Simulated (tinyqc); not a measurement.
Free and trapped electrons in a MOS channel with a dense trap tail: free and trapped charge against gate voltage.

p-type body, charge-sheet picture, full ionisation (an idealisation for deep acceptors), Boltzmann statistics for free electrons. e = Ec - EF at the surface. Acceptor-like traps of density D(E) = D0 + De exp(-E/Ew) at depth E below Ec, from 0 to Eu, hold n_t = integral of D(E)/(1 + exp((e - E)/Vt)). psi = Eg - Vt ln(Nv/Na) - e; N_dep = sqrt(2 eps0 eps_r Na (psi - Vt)/q); n_f = sqrt(N_dep^2 + 2 eps0 eps_r Vt Nc exp(-e/Vt)/q) - N_dep; Vg = Vfb + psi + q (N_dep + n_t + n_f)/Cox, Cox = eps0 eox/tox.

Free share n_f/(n_f + n_t); swing ln 10 n_f/(dn_f/dVg); field-effect mobility mf q (dn_f/dVg)/Cox, for a constant mf; oxide field q (N_dep + n_t + n_f)/(eps0 eox).

Parameters, values chosen for the exercise; band and dielectric values close to those of 4H silicon carbide: temperature T = 475 K; band gap Eg = 3.22 eV; relative permittivity eps_r = 9.7; conduction-band density of states at T Nc = 3.33e19 cm^-3; valence-band density of states at T Nv = 5e19 cm^-3; relative permittivity of the insulator eox = 3.9; insulator thickness tox = 68 nm; acceptor density Na = 4e15 cm^-3; flat-band voltage without trapped charge Vfb = -2.67 V; constant background density of acceptor-like traps D0 = 1.8e10 cm^-2 eV^-1; density of the tail at the conduction edge De = 4.7e12 cm^-2 eV^-1; decay energy of the tail Ew = 0.11 eV; depth below Ec down to which the traps reach Eu = 0.54 eV; mobility of free electrons mf = 200 cm^2/(V s).

Constants: q = 1.602176634e-19 C, kB = 1.380649e-23 J/K, Vt = kB T/q, eps0 = 8.8541878128e-14 F/cm where lengths are in cm. Results are converted to the units shown.

Results:
```
Vg (V),e (eV),n_f (cm^-2),n_t (cm^-2),free share (%),swing (mV/decade),field-effect mobility (cm^2/(V s)),oxide field (MV/cm)
0.4,0.7075,7.602e5,4.967e7,1.507,117.1,0.009433,0.1388
1.7,0.2068,1.190e11,1.004e11,54.23,1300,133.0,0.2563
2.9,0.1438,4.038e11,1.719e11,70.14,3671,159.8,0.4235
4.2,0.1074,7.443e11,2.296e11,76.42,6376,169.6,0.6093
5.4,0.08391,1.072e12,2.729e11,79.71,8897,175.1,0.7824
7.9,0.04912,1.783e12,3.418e11,83.91,1.417e4,182.8,1.145
9.2,0.03534,2.163e12,3.688e11,85.43,1.692e4,185.7,1.334
10.4,0.02428,2.518e12,3.896e11,86.60,1.947e4,187.9,1.509
```

Estimate the missing row, Vg = 6.7 V.

Computed row:
```
Vg (V),e (eV),n_f (cm^-2),n_t (cm^-2),free share (%),swing (mV/decade),field-effect mobility (cm^2/(V s)),oxide field (MV/cm)
6.7,0.06411,1.438e12,3.118e11,82.18,1.163e4,179.6,0.9706
```

With this row back in the table: n_f reaches 1e11 cm^-2 at Vg = 1.61 V, against 1.31 V without traps. The free share rises from 1.51 to 86.6 % and the field-effect mobility rises from 0.00943 to 188 cm^2/(V s), although mf = 200 is constant: in the last row 94.0 % of Cox dVg goes into free electrons. The swing in the first row is 117 mV a decade (Vt ln 10 = 94.3). For Vg = 6.7, 7.9, 9.2, 10.4 EF lies less than 2 Vt below the band edge, or above it, where degeneracy and confinement, left out, matter.

Numbers from tinyqc (`OMP_NUM_THREADS=1 python tinyqc.py 2222008 2222009 out.jsonl`; about 0.02 s on one thread of a shared Intel Xeon 2.30GHz).
